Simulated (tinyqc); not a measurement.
Hole mobility in a silicon inversion layer, empirical terms and Matthiessen rule: one step of the calculation.

Inversion layer of sheet density Ns on a uniformly doped body. The mobility terms are empirical power laws with prefactors chosen for the exercise; adding their inverses (Matthiessen) is itself an approximation.

Problem. Mobility terms and their sum. With t = T/(300 K): muC = Ac (Ns/1e12 cm^-2) t/(Nb/1e17 cm^-3 + Nit/1e11 cm^-2), muP = Ap E^(-1/3) t^(-1.75), muS = As E^(-gs); 1/mu is the sum of the inverses.

Parameters, values chosen for the exercise; material values close to those of silicon:
- T = 325 K (temperature)
- Nb = 2.1e18 cm^-3 (body doping)
- Ap = 134 cm^2/(V s) (phonon-limited mobility at 1 MV/cm and 300 K)
- As = 524 cm^2/(V s) (roughness-limited mobility at 1 MV/cm)
- gs = 1 (exponent of the roughness term)
- Ac = 2100 cm^2/(V s) (Coulomb prefactor)
- Nit = 9.2e11 cm^-2 (charge at the interface)
- Ns = 9e11 cm^-2 (inversion density)

E = 1.0480898 MV/cm

Find: terms; mu; shares of 1/mu.

Solution.

terms (cm^2/(V s)): Coulomb 67.798, phonon 114.68, roughness 499.96
mu = 39.262 cm^2/(V s)
shares of 1/mu (%): Coulomb 57.910, phonon 34.237, roughness 7.8530

The Coulomb term limits most.

Program tinyqc, `OMP_NUM_THREADS=1 python tinyqc.py 2510094 2510095 out.jsonl`; Intel Xeon 2.30GHz, shared host, one thread, about 0.01 s.
